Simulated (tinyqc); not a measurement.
From results back to parameters: smearing for a one-band metal on the square lattice. Two cases, with inputs chosen for the exercise.

Problem. With Gaussian smearing, f = erfc(x)/2, s = exp(-x^2)/(2 sqrt(pi)), x = (E_k - mu)/sigma and free energy F = E - sigma S, small widths give F(sigma) = E0 - D sigma^2/4, where D is the density of states at the Fermi level (both spins, per cell). F at two widths was computed from hidden E0 and D.

Case 1.

Values chosen: s1 = 0.045 eV; s2 = 0.09 eV.
F(s1) = -0.6286731 eV
F(s2) = -0.6297924 eV

Case 2.

Values chosen: s1 = 0.112 eV; s2 = 0.224 eV.
F(s1) = -1.7360515 eV
F(s2) = -1.7560058 eV

Find: D; E0.

Solution. D = 4 (F(s1) - F(s2))/(s2^2 - s1^2); E0 = F(s1) + D s1^2/4.

Case 1.

D = 0.737 1/eV
E0 = -0.6283 eV

Case 2.

D = 2.121 1/eV
E0 = -1.7294 eV

Computed by tinyqc, one run a case: `OMP_NUM_THREADS=1 python tinyqc.py N N+1 out.jsonl` with N = 1650585, 1650646; one thread of a shared Intel(R) Xeon(R) Processor @ 2.30GHz, about 0.07 s a run at most.
